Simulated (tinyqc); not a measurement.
## Disorder from G

Problem. In a one-dimensional band with self-consistent Born disorder, 1/G^2 = (z - D G)^2 - 4 t^2, z = E + i eta, where z - D G has a positive imaginary part. Find D and Sigma = D G.

Values chosen for this exercise:
- t = 1.7 eV (hopping)
- eta = 0.051 eV (bare broadening)
- E = -1.557 eV (energy from the band centre)

G = -0.03484567-0.31086999i 1/eV

Answer. z - D G is the root of 1/G^2 + 4 t^2 with positive imaginary part; then D = (z - root)/G.

D = 2.300 eV^2
Sigma = -0.0801-0.7150i eV

Computed by the program tinyqc: `OMP_NUM_THREADS=1 python tinyqc.py 2720108 2720109 out.jsonl`, one thread of a shared Intel Xeon 2.30GHz, about 0.02 s for the whole run.
